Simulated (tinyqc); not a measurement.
Worked calculation: carrier lifetime from Shockley-Read-Hall, radiative, Auger and surface recombination. Computed by tinyqc, a small Python program that keeps every step. Command: `OMP_NUM_THREADS=1 python tinyqc.py 3000184 3000185 out.jsonl lifetime walk`. One thread of a shared host (Intel(R) Xeon(R) Processor @ 2.30GHz), about 0.03 s of CPU time with the checks. Intermediate numbers are printed to about 5 digits and carried at full precision; extremes and crossings named in words are read from the listed rows.

Energies are counted from the top of the valence band. Boltzmann statistics, full ionisation, and equal excess densities of electrons and holes.

Inputs (values chosen for the exercise, with bands modelled on GaP):
```
quantity                          value        unit
gap E_g                            2.28          eV
electron mass m_e                 0.508         m_0
valleys M_c                           3           -
hole mass m_h                      0.77         m_0
temperature T                       250           K
doping N                        8.7e+14       cm^-3
trap level E_t                     1.33          eV
trap density N_t                2.3e+12       cm^-3
electron cross-section sigma_n  3.9e-16        cm^2
hole cross-section sigma_p      4.5e-17        cm^2
radiative coefficient B         4.5e-14      cm^3/s
Auger coefficient C_n           3.3e-30      cm^6/s
Auger coefficient C_p           1.3e-30      cm^6/s
excess density dn               4.3e+14       cm^-3
generation rate G               1.8e+22  cm^-3 s^-1
diffusion coefficient D              21      cm^2/s
surface velocity S                  250        cm/s
thickness W                         9.7  micrometre
```

Doping: n-type. Surface term: two equal surfaces.

Constants: m_0 = 9.1093837015e-31 kg; k_B = 1.380649e-23 J/K; h = 6.62607015e-34 J s; k_B = 8.617333262e-05 eV/K.

## Equilibrium densities

N_c = 2 M_c (2 pi m_e k_B T/h^2)^(3/2) and N_v = 2 (2 pi m_h k_B T/h^2)^(3/2), masses in units of m_0. n_i = sqrt(N_c N_v) exp(-E_g/2 k_B T); majority density N/2 + sqrt(N^2/4 + n_i^2), minority density n_i^2 over it.

N_c = 2.0736e+19 cm^-3

N_v = 1.2898e+19 cm^-3

n_i = 1.7070e-04 cm^-3

n_0 = 8.70e+14 cm^-3

p_0 = 3.3493e-23 cm^-3

## Capture times and SRH densities

v = sqrt(3 k_B T/m) with m_e or m_h; tau_n0 = 1/(sigma_n v_n N_t), tau_p0 = 1/(sigma_p v_p N_t); n1 = N_c exp(-(E_g - E_t)/k_B T), p1 = N_v exp(-E_t/k_B T).

v_n = 1.4959e+07 cm/s

v_p = 1.2150e+07 cm/s

tau_n0 = 7.4527e-05 s

tau_p0 = 7.9520e-04 s

n1 = 1.4641 cm^-3

p1 = 1.9903e-08 cm^-3

n1 and p1 are both far below the doping: the level acts as a deep recombination centre.

## Surface lifetime

The slowest diffusion mode has x tan x = S W/(2 D) with 0 < x < pi/2 (bisection), and tau_s = W^2/(4 x^2 D). The common approximation is W/(2 S) + W^2/(pi^2 D).

x = 0.075913

tau_s = 1.9437e-06 s

approximate tau_s = 1.9445e-06 s

The approximation is off by 0.041 %. Recombination at the surfaces limits: tau_s is close to W/2S.

## Lifetimes at the given injection

With n = n_0 + dn, p = p_0 + dn and U/dn = 1/tau: (n p - n_i^2)/dn = n_0 + p_0 + dn = s; 1/tau_SRH = s/[tau_p0 (n + n1) + tau_n0 (p + p1)]; 1/tau_rad = B s; 1/tau_Aug = (C_n n + C_p p) s; the rates add, with 1/tau_s. Radiative efficiency = tau_eff/tau_rad; effective diffusion length = sqrt(D tau_eff).

tau_SRH at dn = 8.1985e-04 s

tau_rad at dn = 0.017094 s

tau_Aug at dn = 0.15864 s

effective lifetime at dn = 1.9389e-06 s

radiative efficiency at dn = 1.1343e-04

effective diffusion length at dn = 63.810 micrometre

Surface recombination carries 100 % of the rate; dn/N = 0.49 is intermediate injection. Caution: beyond low injection D should be the ambipolar coefficient.

## Steady state under generation

dn solves dn/tau_eff(dn) = G (60 bisections in ln dn between 1e-2 and 1e22 cm^-3); the splitting of the quasi-Fermi levels is k_B T ln(n p/n_i^2).

steady excess density = 3.4423e+16 cm^-3

lifetime in the steady state = 1.9124e-06 s

quasi-Fermi splitting under G = 2.0150 eV

The splitting, an upper bound for e V_oc, is 88 % of the gap.

## Lifetime against injection

Rows stop below half the smaller effective density of states.

Lifetimes (s):
```
dn (cm^-3)         SRH   radiative       Auger   effective  radiative efficiency  fastest channel
1.00e+10    7.9520e-04  2.5542e-02  4.0035e-01  1.9388e-06             0.0000759          surface
1.00e+11    7.9521e-04  2.5540e-02  4.0025e-01  1.9388e-06             0.0000759          surface
1.00e+12    7.9529e-04  2.5513e-02  3.9926e-01  1.9388e-06             0.0000760          surface
1.00e+13    7.9605e-04  2.5253e-02  3.8957e-01  1.9388e-06             0.0000768          surface
1.00e+14    8.0288e-04  2.2910e-02  3.0949e-01  1.9389e-06             0.0000846          surface
1.00e+15    8.3506e-04  1.1884e-02  7.1578e-02  1.9389e-06             0.0001632          surface
1.00e+16    8.6376e-04  2.0444e-03  1.8824e-03  1.9355e-06             0.0009468          surface
1.00e+17    8.6909e-04  2.2031e-04  2.1418e-05  1.7641e-06             0.0080076          surface
1.00e+18    8.6966e-04  2.2203e-05  2.1707e-07  1.9352e-07             0.0087158            Auger
```

tau_SRH goes from 7.95e-4 s at low injection (the minority capture time, 7.95e-4 s) to 8.70e-4 s in the last row; at high injection it tends to tau_n0 + tau_p0 = 8.70e-4 s. Ruling channel by row: surface from 1e10, Auger from 1e18 cm^-3.

## Where in the gap a trap does harm

Low injection: tau = [tau_p0 (n_0 + n1) + tau_n0 (p_0 + p1)]/(n_0 + p_0). Depleted region (n = p = 0): generation lifetime tau_g = (tau_p0 n1 + tau_n0 p1)/n_i. n1 = N_c exp(-(E_g - E_t)/k_B T), p1 = N_v exp(-E_t/k_B T).

The same trap at other energies:
```
E_t (eV)  SRH lifetime (s)  generation lifetime (s)
0.137             0.002707               9.7457e+15
0.342             0.000795               7.1811e+11
0.570             0.000795               1.8193e+07
0.798             0.000795               4.6093e+02
1.026             0.000795               1.1683e-02
1.140             0.000795               1.0670e-03
1.254             0.000795               2.0031e-01
1.482             0.000795               7.9065e+03
1.710             0.000795               3.1208e+08
1.938             0.000798               1.2318e+13
2.143             0.033595               1.6717e+17
```

The SRH lifetime (other channels left aside) stays within 10 % of its least value, among these rows, from E_t = 0.342 to 1.938 eV. The generation lifetime has a sharp minimum, among these rows at 1.14 eV and exactly at 1.109 eV, where tau_p0 n1 = tau_n0 p1, since generation needs two thermal jumps and the larger one rules.

Checks made by the program: n1 p1 = n_i^2 (relative difference below 1e-10); x tan x at the root (relative difference below 1e-10).
